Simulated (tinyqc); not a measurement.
# Model parameters from four stresses

Problem. The threshold shift of a transistor under bias-temperature stress follows dV = A (V/V0)^g exp[-(Ea q/kB)(1/T - 1/T0)] (t/1 s)^n. Find n, A, g and Ea.

Parameters, values chosen for the exercise: reference stress voltage V0 = 1.8 V; reference temperature T0 = 373 K.

Constants: q = 1.602176634e-19 C, kB = 1.380649e-23 J/K. Results are converted to the units shown.

dV at (V0, T0, 10 s), (V0, T0, 1000 s), (1.5 V, T0, 1000 s) and (V0, 398 K, 1000 s) (mV): 6.4878060  12.362260  4.4533095  15.629429

Answer. Each pair differs in one condition, and the logarithm of its ratio gives one exponent.

n = 0.1400
A = 4.700 mV
g = 5.600
Ea = 0.1200 eV

Numbers from tinyqc (`OMP_NUM_THREADS=1 python tinyqc.py 2070022 2070023 out.jsonl`; about 0.01 s on one thread of a shared Intel Xeon 2.30GHz).
